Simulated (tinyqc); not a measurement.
Wannier function of the lower band of a two-orbital chain, step by step. Values are carried at full precision from step to step, so a last printed digit may differ when a step is redone from the rounded ones.

H(k) = [[-d/2 - 2 ta cos k, -t1 - t2 exp(-ik)], [-t1 - t2 exp(ik), d/2 - 2 tb cos k]], k in 1/a, Bloch sums with exp(ikR) and without the positions inside the cell. Mesh k_j = 2 pi j/N. Projection gauge: each lower eigenvector u is multiplied by the phase that makes <trial|u> real and positive (the one-band case of Loewdin orthogonalisation). Wannier amplitudes w(R) = (1/N) sum_k exp(ikR) u(k); hoppings H(R) = (1/N) sum_k exp(-ikR) E(k).

Values chosen for the exercise: d = 0.84 eV (A at -d/2, B at +d/2); t1 = 1.11 eV (A-B in the cell); t2 = 0.93 eV (B to A of the next cell); ta = 0.14 eV (A-A between cells); tb = -0.03 eV (B-B between cells); N = 6 (k points); th = 20 degrees (trial orbital cos(th) A + sin(th) B in cell 0); xb = 0.34 a (position of B (A at 0)); a = 4.3 angstrom (period); kq = 1.76 1/a (point off the mesh).

## Bloch states in the projection gauge

Diagonalise at each mesh point and fix the phase.

Mesh:
```
j  E lower (eV)  E upper (eV)               u_A               u_B  |<trial|u>|
0       -2.2336        2.0136           0.79932           0.60090       0.9566
1       -1.8947        1.7847  0.79428-0.07980i  0.56096+0.21924i       0.9382
2       -1.0299        1.1399  0.79654-0.14112i  0.44190+0.38773i       0.8996
3       -0.1981        0.4181           0.95172           0.30697       0.9993
4       -1.0299        1.1399  0.79654+0.14112i  0.44190-0.38773i       0.8996
5       -1.8947        1.7847  0.79428+0.07980i  0.56096-0.21924i       0.9382
```

The projection is smallest at j = 2 and 4 (0.8996); the gauge is smooth as long as it stays away from zero.

## The Wannier function

w(R) = (1/N) sum_j exp(2 pi i j R/N) u_j, for the N cells nearest the origin; it is real.

Amplitudes:
```
R      on A     on B
-2   0.0444  -0.0645
-1  -0.0895   0.2440
0    0.8221   0.4856
1    0.0380  -0.1064
2    0.0090   0.0328
3   -0.0246   0.0093
```

norm = 1.0000

Cell 0 holds 91.2 % of the weight.

## Centre and spread in real space

Point-like orbitals at R (A) and R + xb (B): centre <x>, spread <x^2> - <x>^2.

centre in units of a = 0.043
centre in angstrom = 0.187
spread = 2.091 angstrom^2

## The same from overlaps (Marzari-Vanderbilt)

b = 2 pi/N; M_j = u_j^+ diag(1, exp(-i b xb)) u_(j+1), with u_N = u_0. Centre = -(1/2 pi) sum arg M_j; gauge-invariant part Omega_I = (1/(N b^2)) sum (1 - |M_j|^2); gauge-dependent part Omega_D = (1/(N b^2)) sum (arg M_j + b centre)^2.

Overlaps:
```
j   |M_j|  arg M_j (rad)
0  0.9984        -0.0579
1  0.9993        -0.0516
2  0.8441        -0.0291
3  0.8441        -0.0291
4  0.9993        -0.0516
5  0.9984        -0.0579
```

centre from overlaps = 0.044 a
Omega_I = 0.0888 a^2
Omega_D = 0.0001 a^2

The centre is the Berry phase over 2 pi and does not depend on the trial orbital (modulo a). Omega_D is 0.2 % of the total; in one dimension a gauge that spreads the phase evenly removes it. The total is 0.0889 a^2, against 0.1809 a^2 (centre 0.040 a) in real space on 96 cells.

## Hoppings and interpolation

H(R) = (1/N) sum_j E_j cos(2 pi j R/N) for R = 0 to N/2. Interpolation: E(k) = H(0) + 2 sum H(R) cos(kR), the term R = N/2 of an even mesh counted once.

H(0), H(1), ... (eV): [-1.3801, -0.4834, 0.0821, -0.0510]

interpolated E(kq) = -1.3784 eV

The exact value is -1.3429 eV; the interpolation is off by -35.5 meV. Though the chain has short hoppings, the single band has longer ones, made by paths through the other orbital, which the tails of the Wannier function carry.

## Checks

- Centre from overlaps against the real-space centre on 200 points: 0.03989 against 0.03988.
- Omega_I + Omega_D against the real-space spread on 200 points: both 0.181.

Program tinyqc; command `OMP_NUM_THREADS=1 python tinyqc.py 1480778 1480779 out.jsonl`; about 0.2 s on one thread of a shared Intel(R) Xeon(R) Processor @ 2.30GHz.
